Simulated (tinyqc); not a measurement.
Inside a calculation: inter-valley coupling by envelope functions against a chain of atomic planes. Values are carried at full precision from step to step, so a last printed digit may differ when a step is redone from the rounded ones.

Chain: E(phi) = e0 + 2 v cos(phi) + 2 u cos(2 phi), cos(phi0) = -v/(4u), e0 = 2u + v^2/(4u); plane j = 0, 1, ... has the potential V_j = dE x_j + F (j - 30) a/4 (1 MV/m = 1e-4 V/angstrom). There are 30 barrier planes a side; with y = j - 29.5, x_j = xb (f(y) + f(Nw - y)), f(y) = 1/(1 + exp(y/L)), plus any Ge added in the well. The valley splitting is the spacing of the two lowest levels. Envelope theory: F_j solves a one-valley chain with hopping -b and diagonal 2b + V_j, b = 4u sin^2(phi0), sum F_j^2 = 1; the valleys couple by Dv = sum_j F_j^2 V_j exp(-2 i phi0 j) and split by 2|Dv|.

Constants: hbar^2/2m0 = 3.80998211 eV angstrom^2.

Parameters, chosen for this exercise (near those of the Delta valleys of silicon in a SiGe well; the results hold for these values, not for the real material): a = 5.431 angstrom (lattice constant; planes lie a/4 apart); u = 0.638 eV (second-neighbour hopping); v = 0.753 eV (nearest hopping); Nw = 54 (planes in the well); L = 0.75 planes (interface width); xb = 0.35 (Ge fraction of the barriers); dE = 0.63 eV (offset per unit Ge fraction); F = 5 MV/m (field); js = 56 (plane j of a Ge spike (the well starts at j = 30)); xs = 0.17 (Ge fraction added on that plane).

## Valley phase, mass and the wavelengths that couple the valleys

phi0; b = 4u sin^2(phi0); mass m/m0 = c/(b (a/4)^2), c = hbar^2/2m0. A potential couples the valleys if its phase advances by 2 phi0 a plane, or, since only whole planes count, by 2 pi - 2 phi0: periods pi/phi0 and pi/(pi - phi0) planes.

phi0 = 1.87032 rad
b = 2.32982 eV
mass = 0.8871 m0

periods (planes): pi/phi0 1.6797, pi/(pi - phi0) 2.4712

longer period = 3.3553 angstrom

## The smooth well

Lowest doublet of the chain and the envelope result.

level (meV): chain 21.822, envelope 21.857

splitting (micro-eV): chain 17.1, envelope 16.8

planes covered, 1/sum F^4 = 34.67
largest F_j^2 = 0.03993

The levels agree within 0.03 meV. A graded interface has little Fourier weight at 2 phi0, so the splitting is a small remainder of cancelling terms; the envelope value is 0.98 times that of the chain.

## One plane of added Ge, to first order

F_j^2 of the smooth well on that plane = 0.02765

F_j is the envelope on plane j (sum F_j^2 = 1) and Dv the coupling of the two valleys, which split by 2|Dv|. A single plane has Fourier weight at all wavelengths: it adds dE xs F_j^2 to |Dv|, so the splitting is about 2 dE xs F_j^2 if this term rules, and the mean of the doublet rises by dE xs F_j^2.

splitting = 5923 micro-eV
rise of the mean level = 2.961 meV

The chain with the spike gives 4286 micro-eV and a rise of 2.143 meV; the envelope solved with the spike gives 4203. First order is +38 % off: the state draws back from the spike, which the envelope solved anew includes.

## Checks

- Splitting with a weak spike (0.02) on plane j = 48 from the envelope against the chain (micro-eV): 945 against 948.

Run: tinyqc, `OMP_NUM_THREADS=1 python tinyqc.py 1451880 1451881 out.jsonl`; Intel(R) Xeon(R) Processor @ 2.30GHz, one thread, shared host; about 0.1 s of CPU time with all checks.
